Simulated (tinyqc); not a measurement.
# Worked calculation: reverse leakage of an n+-p junction: diffusion, generation, trap-assisted and band-to-band tunnelling

Computed by the program tinyqc: `OMP_NUM_THREADS=1 python tinyqc.py 2290039 2290040 out.jsonl`, one thread of a shared Intel Xeon 2.30GHz, about 0.01 s for the whole run. Printed values are rounded; ~0 in a residual or rate marks an entry under 1e-11 of the largest of its column.

One-sided abrupt junction in the depletion approximation, x from the junction (0) to W on the p side, field F = F0 (1 - x/W). Flat quasi-Fermi levels, long p side. Traps generate through SRH with both lifetimes shortened by 1 + Gamma (Hurkx enhancement, form for moderate fields); band-to-band generation is local and needs a total bending above Eg.

Inputs (values chosen for the exercise); band and dielectric values those of a made-up semiconductor:
- T = 358 K (temperature)
- Eg = 1.19 eV (band gap)
- eps_r = 11.8 (relative permittivity)
- Nc = 4.31e19 cm^-3 (conduction-band density of states at T)
- Nv = 4.22e19 cm^-3 (valence-band density of states at T)
- Na = 6e16 cm^-3 (acceptor density of the lighter side)
- Nd = 1e20 cm^-3 (donor density of the heavier side)
- tau = 1e-8 s (SRH lifetime of both carriers at zero field)
- Et = 0 eV (trap level above the intrinsic level)
- mt = 0.25 m0 (tunnelling mass)
- Dn = 7.7 cm^2/s (electron diffusion coefficient on the lighter side)
- Ab = 6.5e14 cm^-0.5 V^-2.5 s^-1 (band-to-band prefactor)
- Bb = 2.04e7 V/cm (band-to-band field constant)
- VR = 0.6 V (reverse bias)

Constants: q = 1.602176634e-19 C, kB = 1.380649e-23 J/K, hbar = 1.054571817e-34 J s, m0 = 9.1093837015e-31 kg, Vt = kB T/q, eps0 = 8.8541878128e-14 F/cm where lengths are in cm. Results are converted to the units shown.

Range of the model: The n+ side is degenerate, so Vbi from Boltzmann statistics is only a guide.

## Field, scales and diffusion current

ni = sqrt(Nc Nv) exp(-Eg/(2 Vt)), Eg in volts; Vbi = Vt ln(Na Nd/ni^2); W = sqrt(2 eps0 eps_r (Vbi + VR)/(q Na)); F0 = 2 (Vbi + VR)/W; FG = sqrt(24 mt m0 (kB T)^3)/(q hbar); J_diff = q ni^2 sqrt(Dn/tau)(1 - exp(-VR/Vt))/Na.

ni = 1.79361e11 cm^-3
Vbi = 1.01372 V
W = 187.289 nm
F0 = 172.323 kV/cm
FG = 480.821 kV/cm
J_diff = 2.38374e-9 A/cm^2

## Generation rates across the layer

u = (Vbi + VR)(1 - x/W)^2, p = Na exp(-u/Vt), n = Nd exp((u - Vbi - VR)/Vt); G0 = ni^2 (1 - exp(-VR/Vt))/(tau (n + p + 2 ni cosh(Et/Vt))); Gamma = 2 sqrt(3 pi)(F/FG) exp((F/FG)^2); trap-assisted part G0 Gamma; G_bb = Ab F^2.5 exp(-Bb/F) with F in V/cm, zero unless Vbi + VR > Eg. 15 equal steps.

```
point   x (nm)  F (kV/cm)     Gamma  G0 (cm^-3 s^-1)  G0 Gamma (cm^-3 s^-1)  G_bb (cm^-3 s^-1)
0        0.000    172.323   2.50213       3.21702e10             8.04942e10        3.09802e-24
1       12.486    160.835   2.29698       2.72555e13             6.26054e13        5.54423e-28
2       24.972    149.347   2.10029       1.44819e16             3.04160e16        2.66729e-32
3       37.458    137.859   1.91125       3.14734e18             6.01536e18                 ~0
4       49.944    126.370   1.72913       8.88974e18             1.53715e19                 ~0
5       62.430    114.882   1.55320       8.96731e18             1.39281e19                 ~0
6       74.916    103.394   1.38280       8.95809e18             1.23873e19                 ~0
7       87.402     91.906   1.21729       8.47836e18             1.03206e19                 ~0
8       99.888     80.418   1.05604       3.10490e18             3.27891e18                 ~0
9      112.374     68.929  0.898488       2.25428e17             2.02544e17                 ~0
10     124.860     57.441  0.744053       1.78886e16             1.33100e16                 ~0
11     137.346     45.953  0.592192       2.21129e15             1.30951e15                 ~0
12     149.832     34.465  0.442372       4.34482e14             1.92203e14                 ~0
13     162.317     22.976  0.294074       1.35881e14             3.99591e13                  0
14     174.803     11.488  0.146786       6.76496e13             9.92999e12                  0
15     187.289      0.000         0       5.36168e13                      0                  0
```

## Current components

Each current is q times the trapezoid sum of its rate; J adds J_diff; J_bb under 1e-8 of the sum is given as 0.

J_SRH = 8.36326e-6 A/cm^2
J_TAT = 1.23128e-5 A/cm^2
J_bb = 0 A/cm^2
J = 2.06785e-5 A/cm^2

A fine grid gives J = 2.092e-5 A/cm^2; the coarse sum is 1.2 % below it. On the fine grid the largest part is trap-assisted tunnelling (59.6 %). The simple estimate q ni W/(2 tau cosh(Et/Vt)) is 3.18 times the fine-grid J_SRH of 8.456e-6 A/cm^2, since near both edges n or p is large enough to quench generation.
